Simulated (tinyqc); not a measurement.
Quantum point contact as a saddle point: one step of the calculation.

Potential V0 - m wx^2 x^2/2 + m wy^2 y^2/2; energies are counted from V0. Mode n = 0, 1, ... transmits T_n(E) = 1/(1 + exp(-2 pi (E - E_n)/wx)), E_n = wy (n + 1/2); each mode carries 2 q^2/h.

Task. Thermal average on a coarse grid. g(T) = int g(E) (-df/dE) dE = int g(mu + x kB T) dx/(4 cosh^2(x/2)), g(E) the zero-temperature value at E, g = G/(2 q^2/h). Simpson's rule on nE equally spaced x from -xm to xm.

Parameters, values chosen for the exercise: temperature T = 1 K; transverse quantum hbar wy wy = 4 meV; curvature of the barrier hbar wx wx = 1.4 meV; Fermi level above the saddle point mu = 14.06 meV; points of the energy grid nE = 11; half-range of the grid in kB T xm = 8.

Constants: q = 1.602176634e-19 C, kB = 1.380649e-23 J/K, Vt = kB T/q. Results are converted to the units shown.

Wanted: x; E; g(E); weight; integral of the weight; g(T); g(T) divided by the integral of the weight.

Result.

| point | x | E (meV) | g(E) | weight |
|---|---|---|---|---|
| 0 | -8.0000 | 13.371 | 3.0560 | 0.00034 |
| 1 | -6.4000 | 13.508 | 3.0992 | 0.00166 |
| 2 | -4.8000 | 13.646 | 3.1698 | 0.00810 |
| 3 | -3.2000 | 13.784 | 3.2752 | 0.03763 |
| 4 | -1.6000 | 13.922 | 3.4135 | 0.13976 |
| 5 | 0.0000 | 14.060 | 3.5669 | 0.25000 |
| 6 | 1.6000 | 14.198 | 3.7085 | 0.13976 |
| 7 | 3.2000 | 14.336 | 3.8186 | 0.03763 |
| 8 | 4.8000 | 14.474 | 3.8934 | 0.00810 |
| 9 | 6.4000 | 14.612 | 3.9396 | 0.00166 |
| 10 | 8.0000 | 14.749 | 3.9665 | 0.00034 |

integral of the weight = 1.0168
g(T) = 3.6207
g(T) divided by the integral of the weight = 3.5611

Program tinyqc, `OMP_NUM_THREADS=1 python tinyqc.py 2740017 2740018 out.jsonl`; Intel Xeon 2.30GHz, shared host, one thread, about 0.04 s.
